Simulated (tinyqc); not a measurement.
# Gap and mass from two generation rates

Problem. In the two-band model the band-to-band tunnelling rate in a uniform field is G = A F^2 exp(-B/F), with B = pi sqrt(m/C) Eg^1.5/4 (V/nm), A = 1e21 (2 q/h) m Eg/(16 pi C B) for G in cm^-3 s^-1 and F in V/nm, C = hbar^2/(2 m0). Find B, A, Eg and m.

Constants: q = 1.602176634e-19 C, hbar = 1.054571817e-34 J s, h = 6.62607015e-34 J s, m0 = 9.1093837015e-31 kg, hbar^2/(2 m0) = 0.0380998212 eV nm^2. Results are converted to the units shown.

G at F = 0.026 and 0.05 V/nm (cm^-3 s^-1): 8.4925846e28  3.2675272e30

Solution. The slope of ln(G/F^2) against 1/F is -B and the intercept gives A. The product A B fixes m Eg, and B = (pi/4) Eg sqrt(m Eg/C) then gives Eg.

B = 0.1269 V/nm
A = 1.653e34 cm^-3 s^-1 (V/nm)^-2
Eg = 0.3460 eV
m = 0.02400 m0

Numbers from tinyqc (`OMP_NUM_THREADS=1 python tinyqc.py 2620146 2620147 out.jsonl`; about 0.02 s on one thread of a shared Intel Xeon 2.30GHz).
